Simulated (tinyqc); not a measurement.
What moves the results: density of states of one tight-binding band on the simple cubic lattice. A value that a table varies takes the place of the one given here.

E(k) = -2 t (c1 + c2 + c3) - 4 t2 (c1 c2 + c2 c3 + c3 c1) with ci = cos(2 pi ki); k in fractions of the reciprocal vectors, mesh k_i = j/N with j = 0 .. N-1. Densities are per cell and per spin, so the band holds one state.

Each cube of the mesh, corners numbered 0 to 7 as the binary number (i j l), is cut into six tetrahedra around the diagonal 0-7: 0137, 0157, 0237, 0267, 0457, 0467. For corner energies e1 <= e2 <= e3 <= e4 and eij = ei - ej, the share of the tetrahedron below E is n = (E - e1)^3/(e21 e31 e41) for e1 < E < e2; n = [e21^2 + 3 e21 x + 3 x^2 - (e31 + e42) x^3/(e32 e42)]/(e31 e41) with x = E - e2 for e2 < E < e3; n = 1 - (e4 - E)^3/(e41 e42 e43) for e3 < E < e4; its density of states is g = dn/dE.

Gaussian broadening: g(E) = mean over the mesh of exp(-(E - E_k)^2/(2 sigma^2))/(sigma sqrt(2 pi)), n(E) = mean of erfc((E_k - E)/(sigma sqrt 2))/2.

Inputs chosen for the exercise:
- t = 1.16 eV (nearest hopping)
- t2 = -0.11 eV (second hopping)
- N2 = 12 (mesh points along each axis in this comparison)
- sigma = 0.232 eV (Gaussian width)
- E = -3.28 eV (energy at which the density is wanted)

## Three ways to the same curve

N = N2 here; the reference is the linear method with N = 36.

g(E) (1/eV):

| E (eV) | reference | linear tetrahedra | Gaussian, sigma | Gaussian, sigma/4 | reference n(E) |
|---|---|---|---|---|---|
| -4.374 | 0.053 | 0.051 | 0.048 | 0.026 | 0.042 |
| -3.108 | 0.098 | 0.097 | 0.119 | 0.073 | 0.134 |
| -1.843 | 0.133 | 0.138 | 0.111 | 0.091 | 0.299 |
| -0.577 | 0.125 | 0.129 | 0.113 | 0.112 | 0.462 |
| 0.688 | 0.120 | 0.122 | 0.141 | 0.219 | 0.617 |
| 1.953 | 0.101 | 0.104 | 0.132 | 0.267 | 0.765 |
| 3.219 | 0.058 | 0.058 | 0.074 | 0.048 | 0.859 |
| 4.484 | 0.039 | 0.039 | 0.044 | 0.006 | 0.919 |
| 5.750 | 0.027 | 0.026 | 0.022 | 0.005 | 0.961 |
| 7.015 | 0.016 | 0.014 | 0.013 | 0.032 | 0.987 |

Root-mean-square errors against the reference: 0.0022 for linear tetrahedra, 0.0168 for sigma and 0.0653 for sigma/4. The narrow Gaussian is worse than the wide one, because it resolves the separate mesh levels. The reference is highest at -1.843 eV of the energies listed, and half filling lies between -0.577 and 0.688 eV.

## Convergence with the mesh

At the energy E; the plain count is the share of mesh points below E; the reference is the linear method with N = 36.

Results:

| N | points | g linear | n linear | g Gaussian | n Gaussian | n plain count |
|---|---|---|---|---|---|---|
| 4 | 64 | 0.0763 | 0.0668 | 0.0067 | 0.1100 | 0.1094 |
| 6 | 216 | 0.0803 | 0.0946 | 0.0898 | 0.1212 | 0.1157 |
| 8 | 512 | 0.0857 | 0.1050 | 0.0941 | 0.1209 | 0.1113 |
| 12 | 1728 | 0.0881 | 0.1121 | 0.0943 | 0.1177 | 0.1024 |
| 16 | 4096 | 0.0886 | 0.1149 | 0.0873 | 0.1196 | 0.1199 |
| 20 | 8000 | 0.0886 | 0.1162 | 0.0914 | 0.1199 | 0.1194 |

reference n and g: 0.1178  0.0895

The linear n(E) stays within 0.002 of the reference from N = 20 on. The Gaussian g still moves by more than 1 % between the last two meshes. At the last mesh it lies +0.002 1/eV from the reference g and the linear g -0.001. The plain count errs by +0.0016 at the last mesh.

## Critical points

The gradient vanishes at these points by symmetry; the signs of the eigenvalues of the second-derivative matrix give the type.

Critical points:

| point | k | E (eV) | positive | negative | type |
|---|---|---|---|---|---|
| Gamma | (0, 0, 0) | -5.6400 | 3 | 0 | minimum |
| X | (0.5, 0, 0) | -2.7600 | 2 | 1 | saddle |
| M | (0.5, 0.5, 0) | 1.8800 | 1 | 2 | saddle |
| R | (0.5, 0.5, 0.5) | 8.2800 | 0 | 3 | maximum |

Gamma is a minimum at -5.640 eV: its contribution to g starts as a square root. X is a saddle at -2.760 eV: g has a square-root kink there. M is a saddle at 1.880 eV: g has a square-root kink there. R is a maximum at 8.280 eV: its contribution to g ends as a square root.

## What moves the count of states

Linear method and Gaussian sum with N = 14. Each row changes one parameter from the base and keeps the others.

Results:

| case | n linear | g linear (1/eV) | n Gaussian | g Gaussian (1/eV) |
|---|---|---|---|---|
| base | 0.1138 | 0.0878 | 0.1188 | 0.0863 |
| t = 1.276 eV | 0.1430 | 0.0923 | 0.1508 | 0.1108 |
| E = -3.164 eV | 0.1244 | 0.0939 | 0.1298 | 0.1029 |
| sigma = 0.464 eV | 0.1138 | 0.0878 | 0.1240 | 0.0945 |
| t2 = -0.052 eV | 0.1212 | 0.0759 | 0.1246 | 0.0806 |

The largest shifts from the base row, up to three for each result and ties (the steps differ in size, so this ranks the rows, not the parameters). n linear: t +0.0292, E +0.0105, t2 +0.0074; unchanged at the printed digits by sigma. g linear (1/eV): t2 -0.0119, E +0.0061, t +0.0045; unchanged at the printed digits by sigma. n Gaussian: t +0.0320, E +0.0109, t2 +0.0058. g Gaussian (1/eV): t +0.0245, E +0.0165, sigma +0.0082.

tinyqc: `OMP_NUM_THREADS=1 python tinyqc.py 1651613 1651614 out.jsonl`; about 0.2 s, one thread, shared Intel(R) Xeon(R) Processor @ 2.30GHz.
